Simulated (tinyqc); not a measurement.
# Undoped symmetric double-gate MOSFET, analytic potential model: effects of single changes

An undoped body of thickness ts between two equal insulators and tied gates; long channel, electrons only, n = ni exp((psi - V)/Vt) with V the quasi-Fermi potential (0 at the source, Vd at the drain), constant mobility, no quantisation. Across the body psi(x) = V - 2 Vt ln[(ts/(2 beta)) sqrt(q ni/(2 eps0 eps_r Vt)) cos(2 beta x/ts)], x from the centre. Q is the electron charge per area of the whole body.

Parameters, values chosen for the exercise; material values close to those of silicon:

| symbol | value | unit | meaning |
|---|---|---|---|
| T | 250 | K | temperature |
| Eg | 1.14 | eV | band gap |
| eps_r | 11.8 |  | relative permittivity of the semiconductor |
| Nc | 2.1e19 | cm^-3 | conduction-band density of states at T |
| Nv | 2.05e19 | cm^-3 | valence-band density of states at T |
| eox | 7.37 |  | relative permittivity of the gate insulator |
| tox | 3.3 | nm | insulator thickness |
| ts | 15 | nm | body thickness |
| dphi | 0.01 | V | gate work function less that of the intrinsic body |
| mu | 350 | cm^2/(V s) | channel mobility |
| L | 1 | um | gate length |
| Vd | 0.3 | V | drain voltage |

Constants: q = 1.602176634e-19 C, kB = 1.380649e-23 J/K, Vt = kB T/q, eps0 = 8.8541878128e-14 F/cm where lengths are in cm. Results are converted to the units shown.

Each table varies one quantity; the others keep the values above.

## Output curve

ni = sqrt(Nc Nv) exp(-Eg/(2 Vt)), Eg in volts; r = eps_r tox/(eox ts); V0 = dphi + 2 Vt ln[(2/ts) sqrt(2 eps0 eps_r Vt/(q ni))]. beta (between 0 and pi/2) solves (Vg - V0 - V)/(2 Vt) = ln(beta) - ln(cos beta) + 2 r beta tan(beta). Q = 8 eps0 eps_r Vt beta tan(beta)/ts; I = mu (1/L)(4 eps0 eps_r/ts)(2 Vt)^2 [g(beta_s) - g(beta_d)] per width, g = beta tan(beta) - beta^2/2 + r beta^2 tan^2(beta), with beta_s at V = 0 and beta_d at V = Vd.

In this table Vg = 1.04 V.

Result of one run:
```
Vd (V)	Qd (nC/cm^2)	Qd/Qs	I (uA/um)
0.77	0.002808	1.666e-6	149.2
```

What becomes of these results when the drain voltage Vd is changed from 0.77 to 0.2 V, all else the same?

Result of the changed run:
```
Vd (V)	Qd (nC/cm^2)	Qd/Qs	I (uA/um)
0.2	984.7	0.5842	93.22
```

The whole series:
```
Vd (V)	Qd (nC/cm^2)	Qd/Qs	I (uA/um)
0.11	1295	0.7682	57.34
0.2	984.7	0.5842	93.22
0.3	656.0	0.3892	121.9
0.39	384.6	0.2282	138.2
0.48	156.9	0.09310	146.6
0.58	14.75	0.008750	149.1
0.67	0.2899	1.720e-4	149.2
0.77	0.002808	1.666e-6	149.2
0.86	4.307e-5	2.555e-8	149.2
```

The current rises from 57.3 to 149 uA/um, while the charge at the drain end falls from 0.77 to 2.6e-8 of that at the source. The current first comes within 1 % of its last value at Vd = 0.58 V among the rows. Over the last rows Qd falls by a factor of e for each Vt of drain voltage: the drain end is in weak inversion. In every row the surface density at the source passes 0.3 Nc, where Boltzmann statistics fail.

## Transfer curve and volume inversion

Same model as above.

The drop is psi(surface) - psi(centre) at the source end; C = dQs/dVg, Cg = 2 eps0 eox/tox; gm = dI/dVg.

Transfer curve and volume inversion:
```
Vg (V)	Qs (nC/cm^2)	drop (mV)	C/Cg	I (uA/um)	gm/I (1/V)
0.2	1.0897e-4	1.9557e-5	1.2790e-6	8.2169e-7	46.418
0.29	0.0071055	0.0012751	8.3386e-5	5.3580e-5	46.415
0.38	0.45974	0.082453	0.0053534	0.0034803	46.235
0.46	14.750	2.5937	0.13837	0.12525	41.216
0.55	135.97	20.463	0.51580	2.1360	22.279
0.64	356.60	42.627	0.70095	9.7226	12.835
0.72	593.16	58.622	0.78655	22.935	9.0087
0.81	883.95	72.743	0.84250	45.414	6.3109
0.9	1190.4	83.946	0.87681	73.324	4.4857
```

The current rises from 8.22e-7 to 73.3 uA/um. In the first row gm/I is 46.4 1/V, within 0.01 % of 1/Vt: with no depletion charge the whole body follows the gate, and the swing is ideal. The drop between surface and centre goes from 2.0e-5 to 83.9 mV and passes Vt at Vg = 0.64 V among the rows; below that the density varies across the body by less than a factor of e (volume inversion). C reaches 0.88 of Cg in the last row. For Vg = 0.72 to 0.9 V the surface density at the source passes 0.3 Nc, where Boltzmann statistics fail.

Computed by the program tinyqc: `OMP_NUM_THREADS=1 python tinyqc.py 2440072 2440073 out.jsonl`, one thread of a shared Intel Xeon 2.30GHz, about 0.02 s for the whole run.
